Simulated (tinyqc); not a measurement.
# Tunnelling through a two-layer gate stack, WKB transmission and Tsu-Esaki current: effect of temperature

Electrons leave the emitter at x = 0. Energies E (motion across the layers) are in eV from the emitter Fermi level; the collector Fermi level lies at -V and offers states at every E. No charge in the dielectric and no image force: F1 = V/(t1 + t2 eps1/eps2), F2 = F1 eps1/eps2; U = phi1 - F1 x in layer 1 and phi2 - F1 t1 - F2 (x - t1) in layer 2. With C = hbar^2/(2 m0), kappa = sqrt(m (U - E)/C) where U > E and 0 elsewhere; T(E) = exp(-S), S = 2 times the integral of kappa over x.

Each layer adds (2/F) sqrt(m/C) [G(u at its left edge) - G(u at its right edge)] to S, with u = U - E (0 where negative) and G(u) = (2/3) u^1.5. J = J0 times the integral of T(E) N(E) dE, N = ln[(1 + exp(-E/Vt))/(1 + exp((-E - V)/Vt))], J0 = q^2 me m0 kB T/(2 pi^2 hbar^3) (times 1e-4 for A/cm^2 per eV), from E = -Ef to far above the barrier (T = 1 there), by quadrature converged to the digits shown.

Values chosen for this exercise; layer 1 close to aluminium oxide, layer 2 close to hafnium oxide: Fermi energy of the emitter above its band bottom Ef = 1 eV; emitter mass in the supply function me = 0.69 m0; barrier of layer 1 above the emitter Fermi level at zero bias phi1 = 2.73 eV; tunnelling mass of layer 1 m1 = 0.42 m0; thickness of layer 1 t1 = 1 nm; relative permittivity of layer 1 eps1 = 9.04; barrier of layer 2 at zero bias phi2 = 1.52 eV; tunnelling mass of layer 2 m2 = 0.21 m0; thickness of layer 2 t2 = 2.6 nm; relative permittivity of layer 2 eps2 = 21.7; voltage across the dielectric V = 0.3 V.

Constants: q = 1.602176634e-19 C, kB = 1.380649e-23 J/K, hbar = 1.054571817e-34 J s, m0 = 9.1093837015e-31 kg, Vt = kB T/q, hbar^2/(2 m0) = 0.0380998212 eV nm^2. Results are converted to the units shown.

Results:
```
T (K)	J (A/cm^2)	mean E of the current (eV)
50	0.003608	-0.2491
200	0.003691	-0.2424
300	0.003808	-0.2333
400	0.003982	-0.2198
500	0.004226	-0.2014
600	0.004564	-0.1766
750	0.005395	-0.1069
```

Estimate the missing row, T = 100 K.

Computed row:
```
T (K)	J (A/cm^2)	mean E of the current (eV)
100	0.003624	-0.2478
```

With this row back in the table: Between 50 and 300 K the current changes by a factor of 1.06, and between 300 and 750 K by 1.42; the mean energy of the current rises from -0.249 to -0.107 eV. The transmission grows by a factor e over d = 0.135 eV near E = 0, equal to kB T/q at 1570 K: far below that temperature the thermal tail adds little.

Numbers from tinyqc (`OMP_NUM_THREADS=1 python tinyqc.py 2540099 2540100 out.jsonl`; about 0.03 s on one thread of a shared Intel Xeon 2.30GHz).
